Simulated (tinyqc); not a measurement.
Speciation in dilute and buffered hydrofluoric acid, oxide etch rate and bath loading: one step, computed by the program tinyqc.

Concentrations stand for activities, NH4+ and Cl- are spectators, and water ionisation is neglected. H, F and HF2 denote the ions H+, F- and HF2-. The base temperature is 298 K.

Task: One trial. Fluoride balance: [HF] + [F] + 2 [HF2] + 2 [H2F2] = HF added + NH4F added. Acid balance: [H] + [HF] + [HF2] + 2 [H2F2] = HF added + HCl added. For a trial [H], [HF] = [H][F]/K1, and the fluoride balance is a quadratic in [F]. Take pH = 3. The residual is the left side of the acid balance less the right.

Inputs (values chosen for the exercise, of the order of those for thermal oxide at room temperature):

| quantity | value | unit |
|---|---|---|
| HF added | 0.03 | mol/L |
| NH4F added | 0.019 | mol/L |
| HCl added | 0 | mol/L |
| K1 = [H][F]/[HF] | 0.000678 | mol/L |
| K2 = [HF2]/([HF][F]) | 3.44 | L/mol |
| K3 = [H2F2]/[HF]^2 | 0 | L/mol |

Give: [F]; [HF]; [HF2]; [H2F2]; residual.

Result:

[F] = 0.01841 mol/L

[HF] = 0.02715 mol/L

[HF2] = 0.001719 mol/L

[H2F2] = 0 mol/L

residual = -1.285e-04 mol/L

The residual is negative, so the pH lies below 3.
